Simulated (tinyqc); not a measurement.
From results back to parameters: coherent potential approximation for a binary alloy with a semi-elliptic band. Two cases, with inputs chosen for the exercise.

Problem. With levels eA = -x d and eB = (1 - x) d on a semi-elliptic band of half width W, the alloy density has second moment W^2/4 + x (1 - x) d^2 and third moment x (1 - x)(1 - 2x) d^3 about its centre (exact, and kept by the CPA). The moments below come from hidden x and d > 0.

Case 1.

Values chosen: W = 2.3 eV (half width of the pure band).
second moment = 1.422598 eV^2
third moment = 0.106744 eV^3

Case 2.

Values chosen: W = 2.4 eV (half width of the pure band).
second moment = 1.535256 eV^2
third moment = 0.012002 eV^3

Find: d; x.

Solution. v = m2 - W^2/4 = x (1 - x) d^2 and u = m3/v = (1 - 2x) d; then d^2 = u^2 + 4v and x = (1 - u/d)/2.

Case 1.

d = 1.24 eV
x = 0.07

Case 2.

d = 0.63 eV
x = 0.40

Computed by tinyqc, one run a case: `OMP_NUM_THREADS=1 python tinyqc.py N N+1 out.jsonl` with N = 1452121, 1452133; one thread of a shared Intel(R) Xeon(R) Processor @ 2.30GHz, about 0.02 s a run at most.
